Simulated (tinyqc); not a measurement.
Carrier lifetime from Shockley-Read-Hall, radiative, Auger and surface recombination: one step, computed by the program tinyqc. Command: `OMP_NUM_THREADS=1 python tinyqc.py 3013383 3013384 out.jsonl lifetime walk`. One thread of a shared host (Intel(R) Xeon(R) Processor @ 2.30GHz), about 0.02 s of CPU time with the checks.

Energies are counted from the top of the valence band. Boltzmann statistics, full ionisation, and equal excess densities of electrons and holes.

Question. Steady state under generation. With n = n_0 + dn, p = p_0 + dn and U/dn = 1/tau: (n p - n_i^2)/dn = n_0 + p_0 + dn = s; 1/tau_SRH = s/[tau_p0 (n + n1) + tau_n0 (p + p1)]; 1/tau_rad = B s; 1/tau_Aug = (C_n n + C_p p) s; the rates add, with 1/tau_s. dn solves dn/tau_eff(dn) = G (60 bisections in ln dn between 1e-2 and 1e22 cm^-3); the splitting of the quasi-Fermi levels is k_B T ln(n p/n_i^2).

Inputs (values chosen for the exercise, with bands modelled on GaSb):
```
quantity                   value        unit
temperature T                300           K
radiative coefficient B    1e-10      cm^3/s
Auger coefficient C_n    3.1e-31      cm^6/s
Auger coefficient C_p    8.1e-32      cm^6/s
generation rate G        4.1e+19  cm^-3 s^-1
```

Doping: n-type. Surface term: two equal surfaces.

n_0 = 5.200013e+14 cm^-3

p_0 = 1.306013e+09 cm^-3

tau_p0 = 1.063639e-04 s

n1 = 2.571927e+09 cm^-3

tau_n0 = 4.904860e-04 s

p1 = 2.640544e+14 cm^-3

tau_s = 3.278995e-08 s

n_i = 8.240925e+11 cm^-3

Constants: k_B = 8.617333262e-05 eV/K.

Give: steady excess density; lifetime in the steady state; quasi-Fermi splitting under G.

Answer.

steady excess density = 1.3420e+12 cm^-3

lifetime in the steady state = 3.2731e-08 s

quasi-Fermi splitting under G = 0.17937 eV
